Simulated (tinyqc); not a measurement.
# Barrier from its over-barrier resonances

Problem. A flat barrier of width d = 1.2 nm between equal leads transmits fully where k d = n pi, that is at E_n = U + C (n pi/d)^2/m, C = hbar^2/(2 m0), whatever the lead mass. Find m and U.

Constants: q = 1.602176634e-19 C, hbar = 1.054571817e-34 J s, m0 = 9.1093837015e-31 kg, hbar^2/(2 m0) = 0.0380998212 eV nm^2. Results are converted to the units shown.

energies of resonances n = 1 and 2 (eV): 4.0488116  14.635246

Answer. The spacing is 3 C (pi/d)^2/m, which gives m; either energy then gives U.

m = 0.07400 m0
U = 0.5200 eV

Program tinyqc, `OMP_NUM_THREADS=1 python tinyqc.py 2560028 2560029 out.jsonl`; Intel Xeon 2.30GHz, shared host, one thread, about 0.01 s.
